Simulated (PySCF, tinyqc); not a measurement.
Worked calculation: RHF in the 6-31g basis, for H3-, spin multiplicity 1. The basis has no diffuse functions, so it cannot describe the extra electron: this is an exercise in the method, not the real anion. The lowest restricted solution is unstable here: a spin-polarised one lies 0.0666 hartree lower (PySCF). One step of it, computed by the program tinyqc.

Problem. Iteration 3: diagonalisation and new density. Diagonalise F' = X^T F X, C = X C', fill 2 alpha and 2 beta electrons from the bottom; D = 2 C_occ C_occ^T. Each column has its largest component positive (the first on a tie).

extrapolated F (hartree):
```
           1H 1s      1H 2s      2H 1s      2H 2s      3H 1s      3H 2s
1H 1s   0.305138  -0.302333  -0.388853  -0.354999  -0.302879  -0.306477
1H 2s  -0.302333  -0.121283  -0.354999  -0.225967  -0.283287  -0.183290
2H 1s  -0.388853  -0.354999   0.305138  -0.302333  -0.302879  -0.306477
2H 2s  -0.354999  -0.225967  -0.302333  -0.121283  -0.283287  -0.183290
3H 1s  -0.302879  -0.283287  -0.302879  -0.283287   0.347831  -0.303323
3H 2s  -0.306477  -0.183290  -0.306477  -0.183290  -0.303323  -0.113830
```

X:
```
           1H 1s      1H 2s      2H 1s      2H 2s      3H 1s      3H 2s
1H 1s   1.265874  -0.508001  -0.063272   0.028574  -0.063268   0.028574
1H 2s  -0.508001   1.934225   0.028574  -0.540776   0.028573  -0.540767
2H 1s  -0.063272   0.028574   1.265874  -0.508001  -0.063268   0.028574
2H 2s   0.028574  -0.540776  -0.508001   1.934225   0.028573  -0.540767
3H 1s  -0.063268   0.028573  -0.063268   0.028573   1.265874  -0.508001
3H 2s   0.028574  -0.540767   0.028574  -0.540767  -0.508001   1.934217
```

Give: F' = X^T F X; orbital energies; coefficients C; D after iteration 3.

Solution.

F' = X^T F X (hartree):
```
         1        2        3        4        5        6
1   0.8843  -0.5605  -0.2967  -0.1150  -0.2255  -0.0500
2  -0.5605   0.5224  -0.1150  -0.1788  -0.0315  -0.0924
3  -0.2967  -0.1150   0.8843  -0.5605  -0.2255  -0.0500
4  -0.1150  -0.1788  -0.5605   0.5224  -0.0315  -0.0924
5  -0.2255  -0.0315  -0.2255  -0.0315   0.9489  -0.6502
6  -0.0500  -0.0924  -0.0500  -0.0924  -0.6502   0.5028
```

orbital energies (hartree): MO1 -0.3866, MO2 0.1877, MO3 0.4351, MO4 1.0581, MO5 1.4472, MO6 1.5237

coefficients C:
```
          MO1      MO2      MO3      MO4      MO5      MO6
1H 1s  0.2674  -0.0868   0.1562   0.7265  -1.0014   0.4858
1H 2s  0.2175  -0.7260   1.3079  -0.6032   1.2231  -0.6639
2H 1s  0.2674  -0.0868  -0.1562   0.7265   1.0014   0.4858
2H 2s  0.2175  -0.7260  -1.3079  -0.6032  -1.2231  -0.6639
3H 1s  0.2169   0.2340   0.0000   0.5144   0.0000  -1.2263
3H 2s  0.1287   1.4722   0.0000  -0.3557   0.0000   1.5084
```

D after iteration 3:
```
         1H 1s    1H 2s    2H 1s    2H 2s    3H 1s    3H 2s
1H 1s   0.1581   0.2424   0.1581   0.2424   0.0753  -0.1868
1H 2s   0.2424   1.1488   0.2424   1.1488  -0.2455  -2.0818
2H 1s   0.1581   0.2424   0.1581   0.2424   0.0753  -0.1868
2H 2s   0.2424   1.1488   0.2424   1.1488  -0.2455  -2.0818
3H 1s   0.0753  -0.2455   0.0753  -0.2455   0.2036   0.7449
3H 2s  -0.1868  -2.0818  -0.1868  -2.0818   0.7449   4.3680
```
